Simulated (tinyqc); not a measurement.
Inside a calculation. Method: plane-wave Kohn-Sham cycle with exchange-only LDA in a layered model solid. One step of it, computed by the program tinyqc.

Question. Iteration 1: levels at that k. Diagonalise the Hermitian matrix.

H (hartree), lower triangle:
```
           -3         -2         -1         +0         +1         +2        +3
-3   0.350751
-2  -0.215000  -0.005067
-1   0.000000  -0.215000  -0.202743
+0   0.000000   0.000000  -0.215000  -0.242279
+1   0.000000   0.000000   0.000000  -0.215000  -0.123673
+2   0.000000   0.000000   0.000000   0.000000  -0.215000   0.153075
+3   0.000000   0.000000   0.000000   0.000000   0.000000  -0.215000  0.587964
```

Give: eigenvalues.

Answer.

eigenvalues (hartree): -0.5519  -0.3117  -0.0948  0.0910  0.2318  0.4677  0.6859
